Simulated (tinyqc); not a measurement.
Harmonic frequencies on the UHF/sto-3g surface (energies and gradients from PySCF), for H2+, spin multiplicity 2, step by step. Computed by tinyqc, a small Python program that keeps every step (integrals from PySCF). Settings: charge = 1, multiplicity = 2, basis = sto-3g, delta = 0.002. Command: `OMP_NUM_THREADS=1 python tinyqc.py 31809 31810 out.jsonl` (the two numbers bound the seeds that draw the settings). One thread of a shared host (Intel(R) Xeon(R) Processor @ 2.60GHz), about 0.1 s of CPU time with the checks.

## One row of the Hessian: 2Hz

optimised positions (bohr):
```
          x        y         z
1H  0.00000  0.00000  -0.24994
2H  0.00000  0.00000   1.75416
```

gradient at +delta (hartree/bohr):
```
            x          y           z
1H  0.0000000  0.0000000  -0.0002703
2H  0.0000000  0.0000000   0.0002703
```

gradient at -delta (hartree/bohr):
```
            x          y           z
1H  0.0000000  0.0000000   0.0003045
2H  0.0000000  0.0000000  -0.0003045
```

Displace 2Hz by +/-0.002 bohr; H(k, :) = (g(+) - g(-)) / (2 delta).

row of the Hessian (hartree/bohr^2): 1Hx 0.0000000, 1Hy 0.0000000, 1Hz -0.1436920, 2Hx 0.0000000, 2Hy 0.0000000, 2Hz 0.1436920

## Hessian by finite differences

All rows are made in the same way, and the matrix is symmetrised.

Hessian (symmetrised) (hartree/bohr^2), lower triangle:
```
            1Hx         1Hy         1Hz         2Hx         2Hy        2Hz
1Hx  -0.0000081
1Hy   0.0000000  -0.0000081
1Hz   0.0000000   0.0000000   0.1436920
2Hx   0.0000081   0.0000000   0.0000000  -0.0000081
2Hy   0.0000000   0.0000081   0.0000000   0.0000000  -0.0000081
2Hz   0.0000000   0.0000000  -0.1436920   0.0000000   0.0000000  0.1436920
```

## Normal modes

masses (u): 1H 1.00782, 2H 1.00782

Diagonalise H_ij / sqrt(m_i m_j); the 5 smallest eigenvalues belong to translations and rotations; wavenumber = sqrt(eigenvalue / 1822.888) x 219474.63; each mode has its largest component positive (the first on a tie); zero-point energy = sum of wavenumbers / 2, with 349.755 1/cm per kcal/mol.

eigenvalues of the mass-weighted Hessian (hartree/(bohr^2 u)): -0.00002  -0.00002  0.00000  0.00000  0.00000  0.28515

harmonic wavenumbers of the vibrations (1/cm): 2745.0

mass-weighted modes:
```
       mode 1
1Hx   0.00000
1Hy   0.00000
1Hz   0.70711
2Hx   0.00000
2Hy   0.00000
2Hz  -0.70711
```

zero-point energy = 3.92418 kcal/mol
